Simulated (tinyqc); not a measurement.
Worked calculation: G0W0 on RHF in the sto-6g basis, for BeH2, spin multiplicity 1. One step of it, computed by the program tinyqc.

Question. Iteration 7 (converged): orbitals. Diagonalise F' = X^T F X, C = X C', fill 3 alpha and 3 beta electrons from the bottom; D = 2 C_occ C_occ^T. Each column has its largest component positive (the first on a tie).

converged F (hartree), lower triangle:
```
            1Be 1s     1Be 2s   1Be 2px    1Be 2py    1Be 2pz      2H 1s      3H 1s
1Be 1s   -4.600617
1Be 2s   -1.249794  -0.566679
1Be 2px   0.000000   0.000000  0.210204
1Be 2py   0.000007   0.000531  0.000000  -0.153869
1Be 2pz   0.001515  -0.011913  0.000000  -0.000033   0.209109
2H 1s    -0.223655  -0.340729  0.000000  -0.303623  -0.016528  -0.240710
3H 1s    -0.225678  -0.342014  0.000000   0.304276  -0.016433  -0.018174  -0.241964
```

X, lower triangle:
```
            1Be 1s     1Be 2s   1Be 2px    1Be 2py    1Be 2pz      2H 1s     3H 1s
1Be 1s    1.027308
1Be 2s   -0.147186   1.167070
1Be 2px   0.000000   0.000000  1.000000
1Be 2py   0.000032  -0.000874  0.000000   1.237713
1Be 2pz  -0.001172   0.011608  0.000000  -0.000009   1.000952
2H 1s     0.019215  -0.233893  0.000000  -0.326629  -0.019353   1.187672
3H 1s     0.019204  -0.235536  0.000000   0.328138  -0.019315  -0.062170  1.189380
```

Give: F' = X^T F X; orbital energies; coefficients C; D after iteration 7.

Answer.

F' = X^T F X (hartree), lower triangle:
```
         1        2       3        4        5        6       7
1  -4.5037
2  -0.6594  -0.1279
3   0.0000   0.0000  0.2102
4  -0.0001  -0.0004  0.0000   0.2091
5   0.0009   0.0049  0.0000   0.0000   0.2105
6  -0.0112  -0.2809  0.0000  -0.3814  -0.0203   0.0427
7  -0.0119  -0.2822  0.0000   0.3825  -0.0202  -0.0727  0.0434
```

orbital energies (hartree): MO1 -4.6021, MO2 -0.4214, MO3 -0.3797, MO4 0.2074, MO5 0.2102, MO6 0.3656, MO7 0.7046

coefficients C:
```
             MO1      MO2      MO3      MO4     MO5      MO6      MO7
1Be 1s    0.9948  -0.2023  -0.0018   0.0373  0.0000  -0.2143   0.0007
1Be 2s    0.0208   0.5973   0.0060  -0.1653  0.0000   1.0533  -0.0052
1Be 2px   0.0000   0.0000   0.0000   0.0000  1.0000   0.0000   0.0000
1Be 2py   0.0000  -0.0047   0.4955  -0.0004  0.0000   0.0029   1.2251
1Be 2pz  -0.0001   0.0156   0.0002   0.9852  0.0000   0.1785  -0.0002
2H 1s    -0.0025   0.3919   0.4343   0.0808  0.0000  -0.7277  -0.8356
3H 1s    -0.0025   0.4000  -0.4264   0.0805  0.0000  -0.7239   0.8426
```

D after iteration 7, lower triangle:
```
          1Be 1s  1Be 2s  1Be 2px  1Be 2py  1Be 2pz    2H 1s   3H 1s
1Be 1s    2.0609
1Be 2s   -0.2003  0.7146
1Be 2px   0.0000  0.0000   0.0000
1Be 2py   0.0000  0.0004   0.0000   0.4910
1Be 2pz  -0.0066  0.0187   0.0000   0.0001   0.0005
2H 1s    -0.1652  0.4733   0.0000   0.4268   0.0125   0.6845
3H 1s    -0.1653  0.4727   0.0000  -0.4263   0.0123  -0.0569  0.6837
```
